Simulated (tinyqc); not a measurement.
Worked calculation: Luttinger-Kohn k.p, four valence bands. One step of it, computed by the program tinyqc.

Problem. Levels at k. Diagonalise the Hermitian matrix.

H(k) at k (eV), lower triangle (Hermitian):
```
,3/2,1/2,-1/2,-3/2
3/2,0.234645
1/2,-0.022761-0.056903i,0.115996
-1/2,0.082953-0.093114i,0.000000,0.115996
-3/2,0.000000,0.082953-0.093114i,0.022761+0.056903i,0.234645
```

Give: eigenvalues.

Solution.

eigenvalues (eV): 0.0242  0.0242  0.3264  0.3264
